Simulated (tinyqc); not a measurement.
Chip with leakage that grows with temperature, electro-thermal loop and runaway: two steps of the calculation.

One temperature T for the device, T = T0 + Rth P(T), with P(T) = Pd + Pl (T/300 K)^2 exp[(q Ea/kB)(1/(300 K) - 1/T)]. The loop gain is Rth dP/dT; a solution is thermally stable when it is below one.

Inputs (values chosen for the exercise):
```
symbol   value  unit                                  meaning
T0         300     K                      ambient temperature
Pd         1.9     W  temperature-independent switching power
Pl      0.0597     W                   leakage power at 300 K
Ea        0.69    eV         activation energy of the leakage
Rth        5.9   K/W                       thermal resistance
```

Constants: q = 1.602176634e-19 C, kB = 1.380649e-23 J/K. Results are converted to the units shown.

Task 1. Temperature by Newton steps. P(T) = Pd + Pl (T/300 K)^2 exp[(q Ea/kB)(1/(300 K) - 1/T)]; P'(T) = (P - Pd)(2/T + q Ea/(kB T^2)); G = Rth P'; T(new) = T + (T0 + Rth P - T)/(1 - G).

T at the start = 300 K

Wanted: P; G; T after iteration 1.

Result 1.

P = 1.960 W
G = 0.03369
T after iteration 1 = 312.0 K

Task 2. Loop gain and effective thermal resistance. P(T) = Pd + Pl (T/300 K)^2 exp[(q Ea/kB)(1/(300 K) - 1/T)]; P'(T) = (P - Pd)(2/T + q Ea/(kB T^2)); G = Rth P'. A small change of T0 changes T by 1/(1 - G) times as much.

converged T = 312.30232 K

Find: P; G; dT/dT0.

Result 2.

P = 2.085 W
G = 0.09667
dT/dT0 = 1.107

The feedback is positive: heating raises the power. A second, unstable solution lies at 362.5 K; above it the temperature runs away.

Program tinyqc, `OMP_NUM_THREADS=1 python tinyqc.py 2520041 2520042 out.jsonl`; Intel Xeon 2.30GHz, shared host, one thread, about 0.01 s.
